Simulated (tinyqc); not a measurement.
Worked calculation: tight binding, kagome lattice. One step of it, computed by the program tinyqc.

Problem. Bloch Hamiltonian at k. H_AB = -t1 - t2 exp(-i k.a1), H_AC = -t1 - t2 exp(-i k.a2), H_BC = -t1 - t2 exp(i k.(a1 - a2)), H_CC = delta.

Parameters chosen for this model:
```
parameter     value                unit
t1         1.700000    eV, up triangles
t2         1.450000  eV, down triangles
delta             0        eV on site C
```

k point k (fractions of the reciprocal vectors): -0.030000  0.470000

Give: H(k) at k.

Solution.

H(k) at k (eV):
```
               A              B              C
A          0.000  -3.124-0.272i  -0.276+0.272i
B  -3.124+0.272i          0.000         -0.250
C  -0.276-0.272i         -0.250          0.000
```
